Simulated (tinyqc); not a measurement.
Worked calculation: polar nitride quantum well with polarisation fields. Values are carried at full precision from step to step, so a last printed digit may differ when a step is redone from the rounded ones.

Growth along [0001]. e_par = (a_sub - a)/a, Ppz = 2 e_par (e31 - e33 C13/C33), P = Psp + Ppz in each layer; strain relaxation and the strain shift of the gaps are left out, although thick layers with more than about 1 % mismatch would relax.

Constants: hbar^2/2m0 = 3.80998211 eV angstrom^2; hc = 1239.841984 eV nm.

Inputs chosen for the exercise (near those of an InGaN well in GaN; shifted at random, so the results belong to these values and not to a real crystal):
```
symbol  value    unit      meaning
a_w     3.225    angstrom  lattice constant a, well
a_b     3.189    angstrom  lattice constant a, barrier
a_sub   3.189    angstrom  in-plane lattice constant of the stack
Psp_w   -0.0315  C/m^2     spontaneous polarisation
Psp_b   -0.0326  C/m^2     spontaneous polarisation
e31_w   -0.353   C/m^2
e31_b   -0.327   C/m^2
e33_w   0.679    C/m^2
e33_b   0.645    C/m^2
C_w     0.278              C13/C33
C_b     0.258              C13/C33
Lw      28       angstrom  well width
Lb      45       angstrom  barrier width
eps_w   10.8               dielectric constant
eps_b   10.1               dielectric constant
Eg      3.039    eV        gap of the well
Vc      0.273    eV        conduction offset
Vv      0.128    eV        valence offset
me      0.187    m0        electron, well
meb     0.2      m0        electron, barrier
mh      1.74     m0        hole, everywhere
```

## Strain and polarisation

Give strain and polarisation of well and barrier; the bound sheet charge is |P_w - P_b|/e with e = 1.602176634e-19 C.

Layers:
```
layer       e_par  Ppz (C/m^2)  P (C/m^2)
well     -0.01116      0.01210   -0.01940
barrier   0.00000      0.00000   -0.03260
```

sheet charge = 0.824 x 1e13/cm^2

Of P_w - P_b = +0.0132 C/m^2 the piezoelectric part gives +0.0121 and the spontaneous part +0.0011.

## Built-in fields

In a periodic stack without free charge the potential drop over a period vanishes: F_w = (P_b - P_w) Lb/(eps0 (eps_w Lb + eps_b Lw)), F_b = -F_w Lw/Lb, eps0 = 8.8541878e-12 F/m; 1 MV/cm = 1e8 V/m = 0.01 V/angstrom.

Give both fields and the drop |F_w| Lw across the well.

F_w = -0.872 MV/cm
F_b = 0.543 MV/cm
drop = 0.244 eV

## Levels with and without the field

Envelope functions on cells of 0.25 angstrom over barrier, well, barrier (widths Lb, Lw, Lb), psi = 0 beyond, psi'/m continuous (mean mass between points), c = hbar^2/2m0. With u(z) the integral of e F (F_w in the well, F_b = -F_w Lw/Lb in the barriers, 1 MV/cm = 0.01 V/angstrom), zero at the centre of the well, the electron sees u plus Vc in the barriers and the hole -u plus Vv. The transition is Eg + E_e + E_h; excitons are left out.

Ground states of electron and hole, their centres, the squared overlap, the transition and its wavelength hc/E.

Results:
```
case            E_e (eV)  E_h (eV)  <z>_e  <z>_h  overlap^2  E (eV)     nm
no field          0.0914    0.0163    0.0    0.0      0.934  3.1467  394.0
built-in field    0.0731   -0.0318    5.3   -9.2      0.336  3.0803  402.5
```

The field shifts the line by -66 meV, pulls the carriers 14.5 angstrom apart and, with the rate proportional to overlap^2, lengthens the radiative lifetime by a factor 2.78.

## Estimate from two triangular wells

For a strong field: E = Eg - |e F_w| Lw + a0 (c (e F_w)^2)^(1/3) (me^(-1/3) + mh^(-1/3)), a0 = 2.338107, hard walls, c = hbar^2/2m0, 1 MV/cm = 0.01 V/angstrom.

electron term = 0.2706 eV
hole term = 0.1287 eV
E = 3.1940 eV

The electron term exceeds the drop across the well, so the electron still feels the far wall and the estimate is outside its range. Against the grid result 3.0803 eV the estimate errs by +114 meV: +75 from the electron and +38 from the hole, since hard walls stand in for offsets of 0.273 and 0.128 eV into which the carriers leak.

## Checks

- Electron level without field against the matching condition of the square well, eV: both 0.091.

Program tinyqc; command `OMP_NUM_THREADS=1 python tinyqc.py 1282237 1282238 out.jsonl`; about 0.05 s on one thread of a shared Intel(R) Xeon(R) Processor @ 2.30GHz.
